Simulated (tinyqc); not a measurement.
Absorption spectrum: gated graphene: carriers, quantum capacitance and optical conductivity.

Conductivity over sigma0 = e^2/(4 hbar): interband Re = sinh(E/2kT)/(cosh(mu/kT) + cosh(E/2kT)); intraband Re = (8 kT/pi) ln(2 cosh(mu/2kT)) Gm/(E^2 + Gm^2). A free sheet absorbs about pi alpha_f Re(sigma/sigma0), alpha_f the fine-structure constant (alpha among the constants).

Constants: kB = 8.617333262e-05 eV/K; fine-structure constant alpha = 0.007297352564.

Parameters, chosen for this exercise (out of a larger set: Fermi velocity near that of graphene, gate dielectric near SiO2; not measured data): T = 300 K; Gm = 5 meV (intraband damping).

mu = -0.16283 eV

Results:
```
E (eV)  interband  intraband  absorption (%)
0.033      0.0025     0.9311           2.140
0.065      0.0059     0.2441           0.573
0.114      0.0162     0.0797           0.220
0.163      0.0412     0.0390           0.184
0.228      0.1313     0.0199           0.347
0.277      0.2806     0.0135           0.674
0.326      0.5016     0.0098           1.172
0.375      0.7220     0.0074           1.672
0.423      0.8679     0.0058           2.003
0.521      0.9776     0.0038           2.250
0.651      0.9982     0.0024           2.294
0.977      1.0000     0.0011           2.295
```

The edge lies at 2|mu| = 0.326 eV and, for |mu| above about 3 kT (here 6.3), rises from 10 % to 90 % over about 8.8 kT = 0.227 eV. The absorption is lowest, 0.184 %, at 0.163 eV of those listed, between the Drude tail and the edge; at the last row it is 2.295 % against pi alpha_f = 2.293 %. The thin-sheet formula fails where the absorption is large, and trigonal warping matters above about 1.5 eV.

(tinyqc, `OMP_NUM_THREADS=1 python tinyqc.py 1651232 1651233 out.jsonl`, Intel(R) Xeon(R) Processor @ 2.30GHz, 1 thread, shared host, about 0.01 s.)
